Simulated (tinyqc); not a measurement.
Worked calculation: UHF in the sto-3g basis, for BeH, spin multiplicity 2. This run ends on a higher stationary point, not on the lowest solution. Computed by tinyqc, a small Python program that keeps every step (integrals from PySCF). Settings: charge = 0, multiplicity = 2, basis = sto-3g, energy threshold = 1e-10, iteration cap = 72, orthogonalisation = symmetric, start = core, DIIS depth = 4, DIIS from iteration = 2, method = UHF. Command: `OMP_NUM_THREADS=1 python tinyqc.py 24313 24314 out.jsonl` (the two numbers bound the seeds that draw the settings). One thread of a shared host (Intel(R) Xeon(R) Processor @ 2.60GHz), about 0.1 s of CPU time with the checks.

Geometry (angstrom):
```
atom         x         y         z
Be    0.000000  0.000000  0.000000
H     0.000000  0.000000  1.358000
```

Stop when the energy changes by less than 1e-10 hartree and every element of the error matrix X^T (F D S - S D F) X (for each spin) is below 3e-06.

Course of the cycle:
```
iteration   E (hartree)     change  largest element of the error matrix
1          -14.65837969          -                             1.80e-01
2          -14.80814414  -1.50e-01                             3.60e-02
3          -14.81404503  -5.90e-03                             1.34e-02
4          -14.81639590  -2.35e-03                             1.17e-02
5          -14.81827533  -1.88e-03                             6.49e-03
6          -14.81884436  -5.69e-04                             3.79e-04
7          -14.81884648  -2.12e-06                             3.88e-05
8          -14.81884649  -7.47e-09                             1.10e-05
9          -14.81884649  -1.94e-09                             3.33e-06
10         -14.81884649  -8.40e-11                             2.41e-07
```

Can the last value be used, and what does the course show?

No, though the log alone does not show it. Converged in 10 iterations. But the solution lies 0.11528 hartree above the reference: it is another stationary point, not the lowest one. Reruns (cap 100 unless said): DIIS 8: converged in 10 to a higher stationary point; damping 0.5: converged in 86 to a higher stationary point; level shift 0.5: converged in 80 to a higher stationary point; atomic densities as start, DIIS 8: converged in 10. PySCF UHF in the same basis, after a stability check = -14.93412732 hartree.
